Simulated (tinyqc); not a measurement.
Same peak temperature, different pulse lengths: millisecond and nanosecond annealing: surface heating, thermal budget and solid-phase regrowth. Computed by tinyqc, a small Python program. Command: `OMP_NUM_THREADS=1 python tinyqc.py 3006344 3006345 out.jsonl flash walk`. One thread of a shared host (Intel(R) Xeon(R) Processor @ 2.30GHz), about 0.02 s of CPU time with the checks.

A square pulse heats the surface of a thick wafer with constant thermal properties; losses by radiation are neglected and silicon melts at 1414 C.

Inputs (values chosen for the exercise, modelled on hot silicon with phosphorus):

| quantity | value | unit |
|---|---|---|
| incident fluence | 18.7 | J/cm^2 |
| pulse length t_p | 0.00066 | s |
| reflectance R | 0.42 | - |
| thermal conductivity k | 0.24 | W/(cm K) |
| heat capacity per volume c | 2.15 | J/(cm^3 K) |
| preheat temperature T0 | 700 | C |
| dopant prefactor D0 | 5.36 | cm^2/s |
| dopant activation energy E | 3.67 | eV |
| regrowth prefactor v0 | 3.3e+08 | cm/s |
| regrowth energy E_v | 2.7 | eV |
| amorphous layer | 26 | nm |

Source: flash lamp.

Constants: k_B = 8.617333262e-05 eV/K.

Method:
- Absorbed flux q = (1 - R) fluence/t_p; kappa = k/c. With f(z, t) = (2 q/k) sqrt(kappa t) ierfc(z/(2 sqrt(kappa t))), ierfc(x) = exp(-x^2)/sqrt(pi) - x erfc(x): T = T0 + f(z, t) during the pulse and T0 + f(z, t) - f(z, t - t_p) after it.
- At the surface the rise at the end of the pulse is 2 q sqrt(t_p/(pi k c)); the fluence that just melts the surface scales with (1414 - T0).
- Temperatures in kelvin are T(C) + 273.15.
- Integrate exp(-E/(k_B T(t))) at the surface from 0 to 10 t_p (Gauss-Legendre, 60 points in sqrt(t) up to t_p and 60 in sqrt(t - t_p) after it). (Dt) = D0 x integral with E; regrowth = v0 x integral with E_v; effective time = integral/exp(-E/(k_B T_peak)).
- For each t_p the flux is set so that the peak temperature stays the same: q sqrt(t_p) is fixed.

absorbed flux q = 16433.3 W/cm^2

kappa = 0.111628 cm^2/s

Pulses:

| t_p (s) | fluence (J/cm^2) | q (W/cm^2) | thermal length (um) | 2 sqrt(Dt) (nm) | regrowth (nm) |
|---|---|---|---|---|---|
| 1.00e-07 | 2.3018e-01 | 1.3351e+06 | 1.0565e+00 | 1.3940e-02 | 3.9972e-01 |
| 1.00e-06 | 7.2790e-01 | 4.2218e+05 | 3.3411e+00 | 4.4083e-02 | 3.9972e+00 |
| 1.00e-05 | 2.3018e+00 | 1.3351e+05 | 1.0565e+01 | 1.3940e-01 | 3.9972e+01 |
| 1.00e-04 | 7.2790e+00 | 4.2218e+04 | 3.3411e+01 | 4.4083e-01 | 3.9972e+02 |
| 3.00e-04 | 1.2608e+01 | 2.4375e+04 | 5.7869e+01 | 7.6354e-01 | 1.1992e+03 |
| 1.00e-03 | 2.3018e+01 | 1.3351e+04 | 1.0565e+02 | 1.3940e+00 | 3.9972e+03 |
| 3.00e-03 | 3.9869e+01 | 7.7079e+03 | 1.8300e+02 | 2.4145e+00 | 1.1992e+04 |
| 1.00e-02 | 7.2790e+01 | 4.2218e+03 | 3.3411e+02 | 4.4083e+00 | 3.9972e+04 |

What does the comparison show, and why?

Fluence and diffusion length grow as sqrt(t_p), regrowth as t_p. The layer of 26 nm regrows from t_p = 1e-05 s on among these rows, at a diffusion length of 0.14 nm. Caution: amorphous silicon melts some 200 to 250 K below the crystal, which matters for the short pulses that reach the peak before regrowth. Caution: the shortest pulses need a source absorbed within their thermal length, and the longest also heat the back of the wafer, which the thick-wafer formula leaves out. Caution: seconds at the preheat temperature would regrow the layer before any pulse.

Extremes, crossings and ranges named in words are read from the listed rows.
